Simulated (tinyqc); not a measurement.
Debye-Callaway model of lattice thermal conductivity: one step, computed by the program tinyqc. Command: `OMP_NUM_THREADS=1 python tinyqc.py 3004384 3004385 out.jsonl callaway walk`. One thread of a shared host (Intel(R) Xeon(R) Processor @ 2.30GHz), about 0.01 s of CPU time with the checks.

Three acoustic branches with one velocity v, cut at omega_D = k_B Theta/hbar; x = hbar omega/(k_B T). v and Theta are separate inputs: Theta cuts off the heat-carrying modes, so C need not reach 3 k_B/V. gamma is an effective value that sets the umklapp rate. Heat flows along the wire.

Task: The integrand on a coarse grid. Rates: point defects A omega^4; umklapp B omega^2 T exp(-Theta/(b T)) with B = hbar gamma^2/(M v^2 Theta). Boundaries: v/Lambda_B with Lambda_B = D (1 + p)/(1 - p). x runs in ten equal steps to min(Theta/T, 12); g = x^4 e^x/(e^x - 1)^2; tau_C is the inverse of all rates summed; the last column is c tau_C g with c = (k_B/(2 pi^2 v)) (k_B T/hbar)^3.

Inputs (values chosen for the exercise, for a model crystal):

| quantity | value | unit |
|---|---|---|
| sound velocity v | 6680 | m/s |
| Debye temperature Theta | 596 | K |
| mean atomic mass M | 31.6 | u |
| effective Grueneisen parameter gamma | 2.14 | - |
| umklapp exponent divisor b | 3 | - |
| wire diameter D | 0.035 | micrometre |
| specularity p | 0.2 | - |
| temperature T | 300 | K |

Sample: wire. Point defects: isotopes. Normal processes: left out.

Rayleigh coefficient A = 1.556429e-46 s^3

Constants: k_B = 1.380649e-23 J/K; hbar = 1.054571817e-34 J s; u = 1.6605390666e-27 kg.

Give: Integrand.

Result:

Integrand:

| x | g | tau_C (s) | c tau_C g (W/(m K)) |
|---|---|---|---|
| 0.199 | 0.039 | 7.663e-12 | 1.91 |
| 0.397 | 0.156 | 7.128e-12 | 7.05 |
| 0.596 | 0.345 | 6.385e-12 | 13.97 |
| 0.795 | 0.599 | 5.570e-12 | 21.18 |
| 0.993 | 0.909 | 4.783e-12 | 27.59 |
| 1.192 | 1.264 | 4.076e-12 | 32.68 |
| 1.391 | 1.650 | 3.468e-12 | 36.31 |
| 1.589 | 2.055 | 2.957e-12 | 38.55 |
| 1.788 | 2.466 | 2.531e-12 | 39.60 |
| 1.987 | 2.870 | 2.179e-12 | 39.66 |

Among these rows the integrand is largest at x = 1.99.
